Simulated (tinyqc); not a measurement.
Inside a calculation. Method: UHF in the sto-6g basis, for H3+, spin multiplicity 1. One step of it, computed by the program tinyqc.

Task: Orthogonalisation. S = U s U^T; symmetric (Loewdin) form X = U s^(-1/2) U^T, so that X^T S X = 1.

overlap S, order 1H 1s, 2H 1s, 3H 1s:
```
[[1.000000, 0.502629, 0.502629],
 [0.502629, 1.000000, 0.123797],
 [0.502629, 0.123797, 1.000000]]
```

Give: eigenvalues of S; X.

Result:

eigenvalues of S: [0.3484, 0.8762, 1.7754]

X, order 1H 1s, 2H 1s, 3H 1s:
```
[[1.2633, -0.3324, -0.3324],
 [-0.3324, 1.1249, 0.0566],
 [-0.3324, 0.0566, 1.1249]]
```
